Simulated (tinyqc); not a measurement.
The choice of windows: band offset from the macroscopic average of a supercell potential.

A model of the planar-averaged electrostatic energy of an electron in a periodic cell of N1 periods of A (L1 = N1 n1 h) and N2 periods of B (L2 = N2 n2 h), on z_j = j h: V(z) = f VA + (1 - f) VB + F t(z), VA = V1[0] + V1[1] cos(2 pi z/(n1 h)) + V1[2] cos(4 pi z/(n1 h)), VB the same with V2, n2 and z - L1. f = [tanh(z/w) - tanh((z - L1)/w) + tanh((z - L1 - L2)/w)]/2 + 1/2; t(z) = z - L1/2 in A and (L1/L2)(L1 + L2/2 - z) beyond, so that the cell is periodic.

Running mean over n points, periodic: for odd n the plain mean of the n points centred on j; for even n the n + 1 points with half weight at both ends. The macroscopic average applies the mean over n1 points and then over n2 points.

Values chosen for the exercise (gaps near those of GaN and AlN; shifted at random, so the results belong to these values and not to a real crystal): h = 0.25 angstrom (grid step); n1 = 6 (grid points per period of A); n2 = 5 (grid points per period of B); N1 = 4 (periods of A); N2 = 4 (periods of B); V1 = (-8.14, 3.54, -0.46) eV (mean and two harmonics of the potential in A); V2 = (-4.4, 3.1, -0.65) eV (the same in B); w = 0.46 angstrom (width of the interfaces); F = 0 eV/angstrom (slope in A from opposite charges on the two interfaces).

dV read at j = 12 and 34 after means over the numbers of points listed; ripple is the spread over the five points around each.

Results:

| windows | dV (eV) | ripple in A (meV) | ripple in B (meV) |
|---|---|---|---|
| none | 3.110 | 4620 | 5159 |
| 6 only | 3.288 | 0 | 777 |
| 5 only | 2.940 | 1200 | 2 |
| 7 only | 3.537 | 857 | 1333 |
| 7, 6 | 3.828 | 2 | 185 |
| 6, 5 | 3.738 | 0 | 8 |

Which rows can be used, and how does a wrong window show?

The last row matches both periods and lies -2 meV from the value of a thick cell, V2[0] - V1[0] = 3.740 eV. Against it the raw potential errs by -0.63 eV. No other row is within 20 meV of it. A window one point too long leaves a ripple of 857 meV in A, against 0 meV in the last row: the ripple is the sign to look for. Rows to use, with under 30 meV of ripple in both regions once the tilt is taken off: 6, 5. A row with a large ripple can hit the right value only by chance.

tinyqc: `OMP_NUM_THREADS=1 python tinyqc.py 1881198 1881199 out.jsonl`; about 0.01 s, one thread, shared Intel(R) Xeon(R) Processor @ 2.30GHz.
